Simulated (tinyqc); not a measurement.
Fermi-Dirac statistics of conduction electrons: sweeps and comparisons. A value that a table varies takes the place of the one given here.

Non-parabolic band E (1 + alpha E) = c k^2/m: n = Nc (2/sqrt(pi)) integral_0^infinity sqrt(x (1 + a x)) (1 + 2 a x) dx/(1 + exp(x - eta)) with a = alpha kT and eta = (EF - Ec)/kT; a = 0 gives n = Nc F_1/2(eta).

Constants: hbar^2/2m0 = 3.80998211 eV angstrom^2; kB = 8.617333262e-05 eV/K.

Parameters, chosen for this exercise (near those of GaAs, lowest valleys alone; the results hold for these values, not for the real material): m = 0.0666 m0 (density-of-states mass of the conduction band); T = 145 K; alpha = 0.59 1/eV (non-parabolicity); n = 3.2e+18 1/cm^3 (electron density).

## Parabolic against non-parabolic filling

N = 2 (m kB T/(4 pi c))^(3/2) with c = hbar^2/2m0, in 1/angstrom^3; times 1e24 for 1/cm^3. k_F = (3 pi^2 n)^(1/3) and the energy E0 that solves E (1 + alpha E) = c k_F^2/m give the limit of zero temperature.

EF - Ec (meV):
```
n (1/cm^3)  parabolic  non-parabolic  non-parabolic, 0 K
1.0e+16         -33.1          -33.5                 2.5
6.0e+16          -9.2           -9.6                 8.4
2.0e+17          10.0            9.4                18.5
7.0e+17          39.8           38.3                42.1
2.0e+18          85.4           80.9                82.9
7.0e+18         199.7          180.0               181.0
```

How do the results move?

Non-parabolicity lowers EF by 0.4 meV at the lowest density and by 19.7 meV at the highest, where alpha (EF - Ec) = 0.11. Temperature lowers EF below its 0 K value by 36.0 meV at the lowest density and by 1.0 meV at the highest. EF enters the band between 6e+16 and 2e+17 1/cm^3.

## What moves the Fermi level

N = 2 (m kB T/(4 pi c))^(3/2) with c = hbar^2/2m0, in 1/angstrom^3; times 1e24 for 1/cm^3. Each row changes one parameter from the base and keeps the others.

Results:
```
case                parabolic EF - Ec (meV)  non-parabolic EF - Ec (meV)
base                                 117.80                       110.04
m = 0.0599 m0                        131.21                       121.84
T = 120 K                            118.15                       110.52
n = 6.4e+18 1/cm^3                   188.05                       170.33
alpha = 0.885 1/eV                   117.80                       106.79
```

What can be read from the table?

The largest shifts from the base row, up to three for each result and ties (the steps differ in size, so this ranks the rows, not the parameters). parabolic EF - Ec (meV): n +70.25, m +13.41, T +0.35; unchanged at the printed digits by alpha. non-parabolic EF - Ec (meV): n +60.28, m +11.80, alpha -3.25.

tinyqc: `OMP_NUM_THREADS=1 python tinyqc.py 1650710 1650711 out.jsonl`; about 0.01 s, one thread, shared Intel(R) Xeon(R) Processor @ 2.30GHz.
